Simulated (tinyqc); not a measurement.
Choosing the offset: vacuum evaporation: vapour pressure, source flux, thickness distribution, purity and step coverage. Computed by tinyqc, a small Python program. Command: `OMP_NUM_THREADS=1 python tinyqc.py 3112764 3112765 out.jsonl evap walk`. One thread of a shared host (Intel(R) Xeon(R) Processor @ 2.30GHz), about 0.01 s of CPU time with the checks.

Molecular flow, unit sticking of the metal, no re-evaporation. The background gas is taken as water vapour (18.015 g/mol, collision diameter 0.37 nm) at 300 K.

Inputs (values chosen for the exercise, modelled on copper, with constants for the liquid): directionality n = 4; source-to-wafer distance h = 25 cm; wafer radius R = 2.5 cm.

Method. Rotating wafer, source offset by s and facing upwards: thickness at radius r is the mean over the angle a of (1 + (r^2 + s^2 - 2 r s cos a)/h^2)^(-(n + 3)/2), by 360 equal steps; non-uniformity (max - min)/(max + min) over 21 radii from 0 to R. The curvature at the centre vanishes at s/h = sqrt(2/(n + 3)).

Against the offset:
```
s/h  centre thickness  edge over centre  non-uniformity (%)
0.0            1.0000            0.9658              1.7411
0.2            0.8717            0.9726              1.3887
0.4            0.5948            0.9885              0.5806
0.5            0.4579            0.9970              0.1523
0.6            0.3409            1.0046              0.2315
0.7            0.2477            1.0110              0.5484
0.8            0.1770            1.0160              0.7921
0.9            0.1254            1.0195              0.9666
1.1            0.0623            1.0232              1.1484
```

What follows from these numbers?

The best row, s/h = 0.5, has 0.15 % against 1.7 % on the axis, at the price of a rate lower by a factor 2.18; the small-wafer optimum is sqrt(2/(n + 3)) = 0.53.

Extremes, crossings and ranges named in words are read from the listed rows.
